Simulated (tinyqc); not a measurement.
From results back to parameters: dielectric confinement in a thin film (image charges). Three cases, with inputs chosen for the exercise.

Problem. The self-energy at the centre was computed from a hidden eh.

A film |z| < t/2 of dielectric constant eps between half-spaces of dielectric constant e2; lam = (eps - e2)/(eps + e2), q = e^2/(4 pi eps0). The self-energy of a band edge is taken with the high-frequency value, e2 = eh, and the field of a fixed ion with the static one, e2 = eo. A charge at z has images lam^|n| at n t + (-1)^n z. Its self-energy is S(z) = (q/2 eps) sum over n >= 1 of lam^n [1/(n t - 2z) + 1/(n t + 2z)] for odd n and 2 lam^n/(n t) for even n; at the centre S(0) = -(q/(eps t)) ln(1 - lam).

Constants: e^2/(4 pi eps0) = 14.39964547 eV angstrom.

Find: lam; eh.

Method. lam = 1 - exp(-S(0) eps t/q), and eh = eps (1 - lam)/(1 + lam).

Case 1.

Values chosen: t = 38 angstrom (film thickness); eps = 16.3 (dielectric constant of the film).
S(0) = 34.3431 meV

Solution.

lam = 0.7717
eh = 2.1

Case 2.

Values chosen: t = 54 angstrom (film thickness); eps = 11.9 (dielectric constant of the film).
S(0) = 26.9791 meV

Solution.

lam = 0.7000
eh = 2.1

Case 3.

Values chosen: t = 28 angstrom (film thickness); eps = 11.4 (dielectric constant of the film).
S(0) = 56.5142 meV

Solution.

lam = 0.7143
eh = 1.9

Computed by tinyqc, one run a case: `OMP_NUM_THREADS=1 python tinyqc.py N N+1 out.jsonl` with N = 1281885, 1281920, 1281936; one thread of a shared Intel(R) Xeon(R) Processor @ 2.30GHz, about 0.1 s a run at most.
